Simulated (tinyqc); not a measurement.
# Poole-Frenkel parameters from three currents

Problem. Poole-Frenkel conduction in an insulator follows J = s0 F exp[-(pt - sqrt(q F/(pi eps0 ei)))/Vt], Vt = kB T/q, F in V/cm. Find ei, pt and s0.

Constants: q = 1.602176634e-19 C, kB = 1.380649e-23 J/K, eps0 = 8.8541878128e-14 F/cm where lengths are in cm. Results are converted to the units shown.

J at (0.91 MV/cm, 325 K), (3.62 MV/cm, 325 K) and (3.62 MV/cm, 375 K) (A/cm^2): 9.6909729e-4  833.44232  2491.7768

Answer. The two fields give the lowering coefficient and so ei; the two temperatures give the lowered barrier, to which the lowering is added back.

ei = 4.38
pt = 0.920 eV
s0 = 0.850 S/cm

Numbers from tinyqc (`OMP_NUM_THREADS=1 python tinyqc.py 2370059 2370060 out.jsonl`; about 0.01 s on one thread of a shared Intel Xeon 2.30GHz).
